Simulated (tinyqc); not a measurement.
## Double-gate transistor, scale length and short-channel effects: effect of the drain voltage

A body of thickness ts between two insulators of thickness ti and two tied gates. Below threshold the potential that source and drain add obeys Laplace's equation and vanishes on the gate. Its lowest mode decays along the channel as exp(-k y); k is the smallest positive root of the matching condition at the interface, and the scale length is Lambda = pi/k.

k is the smallest positive root of f(k) = ei cos(k ti) cos(k ts/2) - eps_r sin(k ti) sin(k ts/2). Along the channel psi(y) = s + a exp(y/l) + b exp(-y/l) with psi(0) = Vbi, psi(L) = Vbi + Vds and l = 1/k = Lambda/pi; with A = Vbi - s, B = A + Vds, x = exp(-L/l): a = (B - A x) x/(1 - x^2), b = (A - B x)/(1 - x^2). The minimum is s + 2 sqrt(a b), at y = (l/2) ln(b/a). The long-channel potential follows the gate as s = sT + (Vg - VTL)/m, and the threshold VT is the gate voltage at which the minimum equals sT. Swing = m Vt ln 10/g at threshold, g = d(minimum)/ds = 1 - (b x + a)/((1 + x) sqrt(a b)). DIBL = [VT(0.05 V) - VT(Vds)]/(Vds - 0.05 V). sT and Vbi are held fixed; m = 1.

Parameters, values chosen for the exercise; permittivities: semiconductor close to that of silicon, insulator close to that of silicon dioxide: temperature T = 293 K; relative permittivity of the semiconductor eps_r = 11.6; relative permittivity of the insulator ei = 3.91; insulator thickness ti = 1.8 nm; body thickness ts = 11.6 nm; channel length L = 59 nm; potential of the source Vbi = 0.95 V; potential of the barrier top at threshold sT = 0.58 V.

Constants: q = 1.602176634e-19 C, kB = 1.380649e-23 J/K, Vt = kB T/q. Results are converted to the units shown.

The same in every row: Lambda (nm) = 20.74; L/Lambda = 2.844.

Effect of the drain voltage:
```
Vds (V)	VT - VTL at Vds (mV)	DIBL (mV/V)	swing (mV/decade)
0.2	-10.79	10.22	59.53
0.35	-12.14	9.594	59.58
0.5	-13.35	9.097	59.63
0.65	-14.47	8.686	59.68
0.8	-15.51	8.336	59.73
0.95	-16.49	8.034	59.78
1.1	-17.42	7.769	59.83
```

As Vds goes from 0.2 to 1.1 V, Lambda stays at 20.7 nm, DIBL falls from 10.2 to 7.77 mV/V and the swing rises from 59.5 to 59.8 mV a decade.

Numbers from tinyqc (`OMP_NUM_THREADS=1 python tinyqc.py 2420101 2420102 out.jsonl`; about 0.01 s on one thread of a shared Intel Xeon 2.30GHz).
